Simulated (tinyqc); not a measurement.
What each parameter does: pi bands of a honeycomb layer in tight binding.

Lattice vectors a (1,0) and a (1/2, sqrt3/2); f = exp(i ky a/sqrt3) + 2 cos(kx a/2) exp(-i ky a/(2 sqrt3)), w = |f|. H = [[D - t2 F, -t f], [., -D - t2 F]] with F = w^2 - 3, S = [[1, s0 f], [., 1]]; the levels solve det(H - E S) = 0. K = (4 pi/3a, 0), M = (pi/a, pi/(sqrt3 a)); w = 3, 1, 0 at Gamma, M, K.

Inputs chosen for the exercise (of the size used for graphene; the results hold for these values, not for the real material): a = 2.46 angstrom (lattice constant); t = 2.98 eV (nearest hopping); t2 = 0.3 eV (second-neighbour hopping); s0 = 0.093 (overlap of neighbours); D = 0 eV (+D on A, -D on B).

Gap at K, difference at M, and the two levels at Gamma, from (e - E)^2 - D^2 - (t + s0 E)^2 w^2 = 0, e = -t2 (w^2 - 3).

One parameter was then changed.

Results before and after:
```
case     gap at K (eV)  difference at M (eV)  lower at Gamma (eV)  upper at Gamma (eV)
base            0.0000                6.1246              -8.3972               9.9029
changed         0.0000                6.2014              -7.8451              11.3154
```

Which of these changes was made? (a) s0 = 0.123; (b) t = 3.129 eV; (c) t2 = 0.35 eV; (d) a = 2.5092 angstrom; (e) D = 0.1 eV.

Answer: (a) s0 = 0.123. Of the candidates, run in turn, only this one gives the changed row.

All candidates:
```
case                 gap at K (eV)  difference at M (eV)  lower at Gamma (eV)  upper at Gamma (eV)
base                        0.0000                6.1246              -8.3972               9.9029
t = 3.129 eV                0.0000                6.4252              -8.7467              10.5229
t2 = 0.35 eV                0.0000                6.1433              -8.6317               9.4868
s0 = 0.123                  0.0000                6.2014              -7.8451              11.3154
D = 0.1 eV                  0.2000                6.1279              -8.3978               9.9035
a = 2.5092 angstrom         0.0000                6.1246              -8.3972               9.9029
```

At points fixed by symmetry a drops out; the gap at K is 2D whatever the hoppings.

(tinyqc, `OMP_NUM_THREADS=1 python tinyqc.py 1451391 1451392 out.jsonl`, Intel(R) Xeon(R) Processor @ 2.30GHz, 1 thread, shared host, about 0.01 s.)
